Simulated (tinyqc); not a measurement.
Shockley state of an s-p chain by decimation: one step. Bulk bands. Three cases, with inputs chosen for the exercise.

Task: Levels and s weight of the lower band at k = j pi/6.

Each site has s at -d/2 and p at +d/2: H0 = diag(-d/2, d/2). The block to the next site on the right is H1 = [[-ts, u], [-u, tp]] (rows s, p of site n; columns s, p of site n + 1). Bulk: H(k) = [[-d/2 - 2 ts cos k, 2i u sin k], [-2i u sin k, d/2 + 2 tp cos k]]. The bands are inverted at k = pi if d < 2 (ts + tp).

Give: Bands.

Case 1.

Values chosen: d = 2 eV (Ep - Es); ts = 1.33 eV (s-s hopping); tp = 1.22 eV (p-p hopping); u = 0.99 eV (s-p hopping).

Result:

Bands:
```
k/pi,lower (eV),upper (eV),"s weight, lower"
0.000,-3.6600,3.4400,1.000
0.167,-3.4529,3.2624,0.978
0.333,-2.9038,2.7938,0.899
0.500,-2.2182,2.2182,0.725
0.667,-1.6816,1.7916,0.421
0.833,-1.4669,1.6574,0.113
1.000,-1.4400,1.6600,0.000
```

Case 2.

Values chosen: d = 2.76 eV (Ep - Es); ts = 0.71 eV (s-s hopping); tp = 1.75 eV (p-p hopping); u = 0.74 eV (s-p hopping).

Result:

Bands:
```
k/pi,lower (eV),upper (eV),"s weight, lower"
0.000,-2.8000,4.8800,1.000
0.167,-2.6869,4.4882,0.989
0.333,-2.3877,3.4277,0.949
0.500,-2.0236,2.0236,0.841
0.667,-1.8105,0.7705,0.558
0.833,-1.9546,0.1532,0.144
1.000,-2.1200,0.0400,0.000
```

Case 3.

Values chosen: d = 3.78 eV (Ep - Es); ts = 1.3 eV (s-s hopping); tp = 1.65 eV (p-p hopping); u = 0.57 eV (s-p hopping).

Result:

Bands:
```
k/pi,lower (eV),upper (eV),"s weight, lower"
0.000,-4.4900,5.1900,1.000
0.167,-4.1781,4.7843,0.996
0.333,-3.3318,3.6818,0.980
0.500,-2.2072,2.2072,0.928
0.667,-1.2459,0.8959,0.694
0.833,-1.1788,0.5726,0.120
1.000,-1.4100,0.7100,0.000
```

The lower band is s-like at k = 0 and p-like at pi: the bands are inverted, and the gap is a hybridisation gap that can hold a Shockley state.

Computed by tinyqc, one run a case: `OMP_NUM_THREADS=1 python tinyqc.py N N+1 out.jsonl` with N = 1480373, 1480641, 1481247; one thread of a shared Intel(R) Xeon(R) Processor @ 2.30GHz, about 0.3 s a run at most.
